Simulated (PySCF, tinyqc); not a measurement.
MP2 on RHF in the sto-3g basis, for H4, spin multiplicity 1, step by step. The lowest restricted solution is unstable here: a spin-polarised one lies 0.0364 hartree lower (PySCF). Computed by tinyqc, a small Python program that keeps every step (integrals from PySCF). Settings: charge = 0, multiplicity = 1, basis = sto-3g, method = RHF, energy threshold = 1e-10, iteration cap = 54, orthogonalisation = symmetric, start = core, DIIS depth = 6. Command: `OMP_NUM_THREADS=1 python tinyqc.py 24980 24981 out.jsonl` (the two numbers bound the seeds that draw the settings). One thread of a shared host (Intel(R) Xeon(R) Processor @ 2.60GHz), about 0.1 s of CPU time with the checks. The early iterations of the SCF are left out here.

## One-electron integrals

Geometry (angstrom):
```
atom         x         y         z
H     0.000000  0.000000  0.000000
H     0.000000  0.000000  1.217000
H     0.000000  0.000000  2.228000
H     0.000000  0.000000  3.445000
```

Basis sto-3g: exponents (1/bohr^2) and contraction coefficients of normalised primitives:
```
element  l (shell)  exponent  coefficient
H            s (1)  3.425251     0.154329
H            s (1)  0.623914     0.535328
H            s (1)  0.168855     0.444635
```

Overlap, kinetic and nuclear-attraction integrals over the contracted functions; the nuclear repulsion is the sum of Za Zb / Rab.

nuclear repulsion = 2.02169343 hartree

overlap S, lower triangle:
```
          1H 1s     2H 1s     3H 1s     4H 1s
1H 1s  1.000000
2H 1s  0.378552  1.000000
3H 1s  0.081036  0.490027  1.000000
4H 1s  0.006826  0.081036  0.378552  1.000000
```

kinetic energy T (hartree), lower triangle:
```
           1H 1s      2H 1s     3H 1s     4H 1s
1H 1s   0.760032
2H 1s   0.049177   0.760032
3H 1s  -0.011462   0.107280  0.760032
4H 1s  -0.003399  -0.011462  0.049177  0.760032
```

nuclear attraction V (hartree), lower triangle:
```
           1H 1s      2H 1s      3H 1s      4H 1s
1H 1s  -2.046864
2H 1s  -0.747204  -2.401271
3H 1s  -0.157132  -1.085453  -2.401271
4H 1s  -0.012615  -0.157132  -0.747204  -2.046864
```

core Hamiltonian H = T + V (hartree), lower triangle:
```
           1H 1s      2H 1s      3H 1s      4H 1s
1H 1s  -1.286832
2H 1s  -0.698027  -1.641239
3H 1s  -0.168594  -0.978172  -1.641239
4H 1s  -0.016014  -0.168594  -0.698027  -1.286832
```

## Two-electron integrals

Functions are numbered as in S; the eight-fold symmetry (ij|kl) = (ji|kl) = (kl|ij) leaves the list below.

Two-electron integrals (ij|kl) in chemists' order, unique and non-zero (hartree):
```
(11|11) 0.774606   (21|11) 0.220648   (21|21) 0.086927   (22|11) 0.413223
(22|21) 0.220648   (22|22) 0.774606   (31|11) 0.035777   (31|21) 0.015750
(31|22) 0.046620   (31|31) 0.003273   (32|11) 0.150882   (32|21) 0.081115
(32|22) 0.304255   (32|31) 0.020233   (32|32) 0.153359   (33|11) 0.237176
(33|21) 0.124108   (33|22) 0.474473   (33|31) 0.035777   (33|32) 0.304255
(33|33) 0.774606   (41|11) 0.002157   (41|21) 0.001053   (41|22) 0.003495
(41|31) 0.000247   (41|32) 0.001729   (41|33) 0.003495   (41|41) 0.000021
(42|11) 0.019050   (42|21) 0.009799   (42|22) 0.035777   (42|31) 0.002580
(42|32) 0.020233   (42|33) 0.046620   (42|41) 0.000247   (42|42) 0.003273
(43|11) 0.071252   (43|21) 0.034912   (43|22) 0.124108   (43|31) 0.009799
(43|32) 0.081115   (43|33) 0.220648   (43|41) 0.001053   (43|42) 0.015750
(43|43) 0.086927   (44|11) 0.153606   (44|21) 0.071252   (44|22) 0.237176
(44|31) 0.019050   (44|32) 0.150882   (44|33) 0.413223   (44|41) 0.002157
(44|42) 0.035777   (44|43) 0.220648   (44|44) 0.774606
```

## Orthogonalisation

S = U s U^T; symmetric (Loewdin) form X = U s^(-1/2) U^T, so that X^T S X = 1.

eigenvalues of S: 0.368316  0.729204  1.134831  1.767649

X, lower triangle:
```
           1H 1s      2H 1s      3H 1s     4H 1s
1H 1s   1.064404
2H 1s  -0.230299   1.190424
3H 1s   0.044903  -0.326287   1.190424
4H 1s  -0.005345   0.044903  -0.230299  1.064404
```

## Iteration 9 (converged): orbitals

converged F (hartree), lower triangle:
```
           1H 1s      2H 1s      3H 1s      4H 1s
1H 1s  -0.185201
2H 1s  -0.384756  -0.301297
3H 1s  -0.117222  -0.403329  -0.301297
4H 1s   0.019005  -0.117222  -0.384756  -0.185201
```

Diagonalise F' = X^T F X, C = X C', fill 2 alpha and 2 beta electrons from the bottom; D = 2 C_occ C_occ^T. Each column has its largest component positive (the first on a tie).

F' = X^T F X (hartree), lower triangle:
```
           1          2          3          4
1  -0.040970
2  -0.383969   0.035774
3   0.052838  -0.406813   0.035774
4   0.027466   0.052838  -0.383969  -0.040970
```

orbital energies (hartree): MO1 -0.568577, MO2 -0.318974, MO3 0.184035, MO4 0.693125

coefficients C:
```
            MO1        MO2        MO3        MO4
1H 1s  0.271075   0.559338   0.710286  -0.545153
2H 1s  0.457594   0.364795  -0.425629   1.027131
3H 1s  0.457594  -0.364795  -0.425629  -1.027131
4H 1s  0.271075  -0.559338   0.710286   0.545153
```

D after iteration 9, lower triangle:
```
           1H 1s      2H 1s     3H 1s     4H 1s
1H 1s   0.772680
2H 1s   0.656172   0.684935
3H 1s  -0.160003   0.152633  0.684935
4H 1s  -0.478753  -0.160003  0.656172  0.772680
```

## Convergence

Stop when the energy changes by less than 1e-10 hartree and every element of the error matrix X^T (F D S - S D F) X is below 3e-06.

Course of the cycle:
```
iteration  E (hartree)     change  largest element of the error matrix
1          -1.73202553          -                             4.63e-01
2          -1.98440604  -2.52e-01                             5.94e-02
3          -1.98804461  -3.64e-03                             5.52e-04
4          -1.98804512  -5.06e-07                             1.79e-04
5          -1.98804515  -3.32e-08                             1.14e-04
6          -1.98804516  -9.65e-09                             8.65e-05
7          -1.98804517  -4.30e-09                             7.09e-05
8          -1.98804517  -8.82e-09                             1.83e-07
9          -1.98804517  -6.22e-14                             4.83e-10
```

PySCF RHF in the same basis = -1.98804517 hartree

Converged in 9 iterations.

## Integrals over molecular orbitals

(pq|rs) = sum C_ip C_jq C_kr C_ls (ij|kl), one index at a time.

one-electron integrals over orbitals h = C^T H C (hartree), lower triangle:
```
           1          2          3          4
1  -1.718429
2   0.000000  -1.403758
3   0.155274   0.000000  -1.215673
4   0.000000  -0.119642   0.000000  -0.968611
```

Two-electron integrals over orbitals (pq|rs), unique and non-zero (hartree):
```
(11|11) 0.490866    (21|21) 0.135315    (22|11) 0.397151    (22|22) 0.425798
(31|11) -0.092424   (31|22) 0.020215    (31|31) 0.104685    (32|21) 0.103279
(32|32) 0.161074    (33|11) 0.408733    (33|22) 0.424001    (33|31) 0.007743
(33|33) 0.439362    (41|21) 0.049467    (41|32) -0.047072   (41|41) 0.108085
(42|11) 0.090302    (42|22) -0.011494   (42|31) -0.096006   (42|33) -0.013286
(42|42) 0.101312    (43|21) -0.132035   (43|32) -0.106346   (43|41) -0.048317
(43|43) 0.142780    (44|11) 0.513053    (44|22) 0.422514    (44|31) -0.094649
(44|33) 0.436302    (44|42) 0.098372    (44|44) 0.563605
```

## Second-order Moller-Plesset energy

Hartree-Fock energy = -1.98804517 hartree

E2 = sum_ijab (ia|jb) [2 (ia|jb) - (ib|ja)] / (e_i + e_j - e_a - e_b) over occupied i, j and virtual a, b; the opposite-spin part is (ia|jb)^2 / denominator, the rest is same-spin, and SCS-MP2 scales them by 6/5 and 1/3.

Terms:
```
i  j  a  b    (ia|jb)    (ib|ja)  denominator       term
2  2  3  3   0.161074   0.161074    -1.006018  -0.025790
2  1  4  3  -0.096006  -0.047072    -1.764712  -0.007885
1  2  3  4  -0.096006  -0.047072    -1.764712  -0.007885
1  1  3  3   0.104685   0.104685    -1.505224  -0.007281
2  2  4  4   0.101312   0.101312    -2.024199  -0.005071
1  1  4  4   0.108085   0.108085    -2.523405  -0.004630
2  1  3  4  -0.047072  -0.096006    -1.764712   0.000050
1  2  4  3  -0.047072  -0.096006    -1.764712   0.000050
```

Pair energies (hartree; pair i-j sums ij and ji):
```
pair  opposite spin  same spin
1-1       -0.011910   0.000000
2-1       -0.012957  -0.002714
2-2       -0.030860   0.000000
```

MP2 correlation energy = -0.05844149 hartree

SCS-MP2 correlation energy = -0.06777786 hartree

MP2 total energy = -2.04648666 hartree
